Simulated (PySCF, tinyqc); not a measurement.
Inside a calculation. Method: CCSD on RHF in the 3-21g basis, for H3-, spin multiplicity 1. The basis has no diffuse functions, so it cannot describe the extra electron: this is an exercise in the method, not the real anion. The lowest restricted solution is unstable here: a spin-polarised one lies 0.0591 hartree lower (PySCF). One step of it, computed by the program tinyqc.

Task: Iteration 9 (converged): orbitals. Diagonalise F' = X^T F X, C = X C', fill 2 alpha and 2 beta electrons from the bottom; D = 2 C_occ C_occ^T. Each column has its largest component positive (the first on a tie).

converged F (hartree), order 1H 1s, 1H 2s, 2H 1s, 2H 2s, 3H 1s, 3H 2s:
$$\begin{pmatrix}
0.517149 & -0.233125 & -0.325134 & -0.301337 & -0.196843 & -0.221964 \\
-0.233125 & -0.080604 & -0.301789 & -0.222707 & -0.190064 & -0.158108 \\
-0.325134 & -0.301789 & 0.516476 & -0.233345 & -0.198680 & -0.223737 \\
-0.301337 & -0.222707 & -0.233345 & -0.080994 & -0.191359 & -0.159380 \\
-0.196843 & -0.190064 & -0.198680 & -0.191359 & 0.621151 & -0.209087 \\
-0.221964 & -0.158108 & -0.223737 & -0.159380 & -0.209087 & -0.049384
\end{pmatrix}$$

X, order 1H 1s, 1H 2s, 2H 1s, 2H 2s, 3H 1s, 3H 2s:
$$\begin{pmatrix}
1.244150 & -0.497991 & -0.000730 & 0.009589 & 0.015861 & 0.012051 \\
-0.497991 & 1.706127 & 0.009556 & -0.452852 & 0.007294 & -0.378207 \\
-0.000730 & 0.009556 & 1.244149 & -0.497969 & 0.015939 & 0.012046 \\
0.009589 & -0.452852 & -0.497969 & 1.705778 & 0.007322 & -0.377767 \\
0.015861 & 0.007294 & 0.015939 & 0.007322 & 1.243842 & -0.495348 \\
0.012051 & -0.378207 & 0.012046 & -0.377767 & -0.495348 & 1.645733
\end{pmatrix}$$

Give: F' = X^T F X; orbital energies; coefficients C; D after iteration 9.

Result:

F' = X^T F X (hartree):
$$\begin{pmatrix}
1.0551 & -0.6169 & -0.2003 & -0.1300 & -0.0756 & -0.0571 \\
-0.6169 & 0.5362 & -0.1302 & -0.1922 & -0.0458 & -0.0965 \\
-0.2003 & -0.1302 & 1.0542 & -0.6159 & -0.0767 & -0.0587 \\
-0.1300 & -0.1922 & -0.6159 & 0.5364 & -0.0473 & -0.0983 \\
-0.0756 & -0.0458 & -0.0767 & -0.0473 & 1.1931 & -0.7080 \\
-0.0571 & -0.0965 & -0.0587 & -0.0983 & -0.7080 & 0.5218
\end{pmatrix}$$

orbital energies (hartree): MO1 -0.2951, MO2 0.1790, MO3 0.4388, MO4 1.3791, MO5 1.5447, MO6 1.6503

coefficients C, order 1H 1s, 1H 2s, 2H 1s, 2H 2s, 3H 1s, 3H 2s:
$$\begin{pmatrix}
0.2158 & -0.0836 & -0.1418 & 0.8972 & -0.9438 & 0.1644 \\
0.3068 & -0.5413 & -1.1239 & -0.7362 & 1.0925 & -0.3485 \\
0.2164 & -0.0810 & 0.1426 & 0.9058 & 0.9360 & 0.1611 \\
0.3084 & -0.5240 & 1.1315 & -0.7459 & -1.0867 & -0.3440 \\
0.1429 & 0.2023 & -0.0014 & 0.2507 & -0.0034 & -1.2919 \\
0.1495 & 1.2016 & -0.0093 & 0.0684 & 0.0016 & 1.3300
\end{pmatrix}$$

D after iteration 9, order 1H 1s, 1H 2s, 2H 1s, 2H 2s, 3H 1s, 3H 2s:
$$\begin{pmatrix}
0.1071 & 0.2229 & 0.1069 & 0.2207 & 0.0279 & -0.1363 \\
0.2229 & 0.7742 & 0.2205 & 0.7565 & -0.1313 & -1.2090 \\
0.1069 & 0.2205 & 0.1068 & 0.2184 & 0.0291 & -0.1300 \\
0.2207 & 0.7565 & 0.2184 & 0.7393 & -0.1239 & -1.1670 \\
0.0279 & -0.1313 & 0.0291 & -0.1239 & 0.1227 & 0.5290 \\
-0.1363 & -1.2090 & -0.1300 & -1.1670 & 0.5290 & 2.9325
\end{pmatrix}$$
